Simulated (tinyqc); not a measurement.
Lateral field, substrate current, probability of reaching the oxide barrier and hot-carrier lifetime of a silicon transistor (pseudo-two-dimensional and lucky-electron models). From one set of inputs to another, one input at a time. Computed by tinyqc, a small Python program. Command: `OMP_NUM_THREADS=1 python tinyqc.py 3027035 3027036 out.jsonl hotcar ladder`. One thread of a shared host (Intel(R) Xeon(R) Processor @ 2.30GHz), about 0.01 s of CPU time with the checks.

Local-field models: a lucky carrier gains its energy at the peak field over a path free of collisions. Voltages are magnitudes.

The inputs printed are set A. Set A is modelled on a silicon p-channel; the values taken over come from a set modelled on a silicon n-channel. Inputs not listed in the table keep their values of set A, so the rows need not describe a real material.

Inputs (values chosen for the exercise, modelled on a silicon p-channel):
```
quantity                                value                      unit
channel length L                          360                        nm
oxide thickness t                         6.7                        nm
junction depth x_j                         69                        nm
mobility mu                               110                cm^2/(V s)
saturation velocity v_s                  0.68                  1e7 cm/s
threshold voltage V_T                    0.54                         V
gate voltage V_G                          3.9                         V
drain voltage V_D                         5.8                         V
ionisation prefactor A_i              8.4e+06                      1/cm
ionisation field B_i                     3.74                     MV/cm
hot-carrier mean free path lambda         4.9                        nm
oxide barrier phi_b                       4.6                        eV
interface-trap threshold phi_it           4.5                        eV
lifetime constant H                      3000  s microampere/micrometre
length of the depleted extension L_n       37                        nm
```

Drain: lightly doped extension.

Constants: eps_0 = 8.8541878128e-12 F/m.

Method:
- C_ox = 3.9 eps_0/t; F_sat = 2 v_s/mu; V_Dsat = V_ov F_sat L/(V_ov + F_sat L), V_ov = V_G - V_T; I_D/W = C_ox v_s (V_ov - V_Dsat).
- Scale length l = 0.22 t^(1/3) x_j^(1/2) (all in cm); F_m = sqrt(((V_D - V_Dsat)/l_e)^2 + F_sat^2), with l_e = l + L_n; length of the velocity-saturated region l_e ln((V_D - V_Dsat)/(l_e F_sat) + F_m/F_sat).
- Substrate current I_sub/I_D = (A_i/B_i)(V_D - V_Dsat) exp(-B_i/F_m); probability of reaching the oxide barrier exp(-phi_b/(e lambda F_m)); lifetime tau = (H/(I_D/W)) exp(phi_it/(e lambda F_m)).
- V_10 solves tau = 3.156e8 s at the given V_G. The extrapolation fits ln(tau) against 1/V_D at 1, 1.08, 1.16 and 1.25 times the given V_D (rounded to 3 digits) by least squares and reads off the same tau.

Each row keeps all changes above it; columns: (1) input moved; (2) from; (3) to; (4) substrate current I_sub/W (microampere/micrometre); (5) drain current I_D/W (microampere/micrometre); (6) ten-year drain voltage V_10 (V):
```
(1)                                         (2)   (3)         (4)     (5)     (6)
set A                                         -     -  1.3155e+00   506.6   6.303
gate voltage V_G (V)                        3.9   5.2  9.1531e-01   835.3   6.538
mobility mu (cm^2/(V s))                    110   400  1.6156e+01  1293.4   5.253
threshold voltage V_T (V)                  0.54  0.68  1.5726e+01  1246.6   5.255
length of the depleted extension L_n (nm)    37    58  3.1363e+00  1246.6   6.285
junction depth x_j (nm)                      69   280  6.2632e-02  1246.6   8.799
channel length L (nm)                       360  1100  1.0403e-03   866.9  10.038
ionisation field B_i (MV/cm)               3.74  1.76  9.3152e+00   866.9  10.038
```

Which inputs carry the difference?

Substrate current I_sub/W goes from 1.32 to 9.32, a factor 7.08 in all. The largest single move comes from ionisation field B_i (a factor 8950), and channel length L works against it (a factor 0.0166). Drain current I_D/W goes from 507 to 867, a factor 1.71 in all. The largest single move comes from gate voltage V_G (a factor 1.65), and channel length L works against it (a factor 0.695). Ten-year drain voltage V_10 goes from 6.30 to 10.0, a factor 1.59 in all. The largest single move comes from junction depth x_j (a factor 1.40), and mobility mu works against it (a factor 0.803). The single moves hold for this order of the switches; the total does not depend on the order.

Extremes, crossings and ranges named in words are read from the listed rows.
